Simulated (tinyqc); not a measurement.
What moves the results: exciton in an atomically thin sheet (Rytova-Keldysh potential). A value that a table varies takes the place of the one given here.

Relative motion in the plane with V(k) = -2 pi q/(k (kap + r0 k)), q = e^2/(4 pi eps0), c = hbar^2/2m0. Normalised Gaussians exp(-a_i r^2): with A = a_i + a_j, S_ij = 2 sqrt(a_i a_j)/A, T_ij = (4c/mu)(a_i a_j/A) S_ij, V_ij = -q S_ij times the integral over k from 0 to infinity of exp(-k^2/4A)/(kap + r0 k).

Converged values use 20 Gaussians with exponents 2^i/b^2, i = -11 to 8, b the larger of a0 kap/(2 mu) and sqrt(a0 r0/mu), a0 = 0.5291772 angstrom; p states use r exp(i theta) exp(-a r^2).

Constants: hbar^2/2m0 = 3.80998211 eV angstrom^2; e^2/(4 pi eps0) = 14.39964547 eV angstrom; Ry = 13.60569312 eV.

Parameters, chosen for this exercise (near those of a WS2 monolayer; shifted at random, so the results belong to these values and not to a real crystal): r0 = 37.3 angstrom (screening length of the sheet); kaps = (1, 1.5, 2.45, 3.5, 4.5, 7, 12) (surroundings); me = 0.309 m0 (electron mass); mh = 0.447 m0 (hole mass); kap = 4.5 (mean dielectric constant of the surroundings); Eg = 2.16 eV (gap, in these surroundings).

## Dielectric surroundings

mu = 0.182702 m0

Converged 1s and 2s bindings; the hydrogen value is 4 Ry mu/kap^2.

Bindings (meV):

| kap | 1s | 2s | 2s line - 1s line | hydrogen 1s | 1s/2s |
|---|---|---|---|---|---|
| 1.00 | 550.0 | 238.7 | 311.4 | 9943 | 2.30 |
| 1.50 | 428.2 | 158.8 | 269.4 | 4419 | 2.70 |
| 2.45 | 297.7 | 87.9 | 209.8 | 1657 | 3.39 |
| 3.50 | 217.3 | 53.4 | 163.9 | 812 | 4.07 |
| 4.50 | 168.9 | 36.4 | 132.5 | 491 | 4.64 |
| 7.00 | 101.3 | 17.6 | 83.7 | 203 | 5.76 |
| 12.0 | 47.8 | 6.8 | 41.1 | 69 | 7.08 |

How do the results move?

The 1s binding falls by a factor 11.5 where the hydrogen model gives 144; the local exponent d ln E/d ln kap moves from -0.62 to -1.39, towards -2. The ratio 1s/2s climbs from 2.3 to 7.1, towards the hydrogen value 9, as r0/kap shrinks from 37.3 to 3.1 angstrom.

## What each parameter does

1/mu = 1/me + 1/mh; converged values. Eg is held fixed when kap or r0 changes: the shrinking of the gap by stronger screening, which offsets most of the shift of the 1s line, is left out. Each row changes one parameter from the base and keeps the others.

Results:

| case | 1s binding (meV) | 2s - 1s (meV) | 2s - 2p (meV) | 1s line (eV) |
|---|---|---|---|---|
| base | 168.9 | 132.5 | 10.2 | 1.991 |
| me = 0.371 m0 | 178.3 | 138.8 | 11.3 | 1.982 |
| mh = 0.358 m0 | 160.4 | 126.7 | 9.3 | 2.000 |
| kap = 5.85 | 126.0 | 102.2 | 5.9 | 2.034 |
| r0 = 44.8 angstrom | 154.6 | 119.7 | 10.1 | 2.005 |
| Eg = 2.27 eV | 168.9 | 132.5 | 10.2 | 2.101 |

What does this show?

The largest shifts from the base row, up to three for each result and ties (the steps differ in size, so this ranks the rows, not the parameters). 1s binding (meV): kap -42.9, r0 -14.3, me +9.4; unchanged at the printed digits by Eg. 2s - 1s (meV): kap -30.3, r0 -12.8, me +6.4; unchanged at the printed digits by Eg. 2s - 2p (meV): kap -4.4, me +1.1, mh -0.9; unchanged at the printed digits by Eg. 1s line (eV): Eg +0.110, kap +0.043, r0 +0.014.

Computed by tinyqc, a small Python program: `OMP_NUM_THREADS=1 python tinyqc.py 1281646 1281647 out.jsonl` (the numbers bound the seed that draws the inputs); one thread of a shared host (Intel(R) Xeon(R) Processor @ 2.30GHz), about 0.03 s for the whole set of steps.
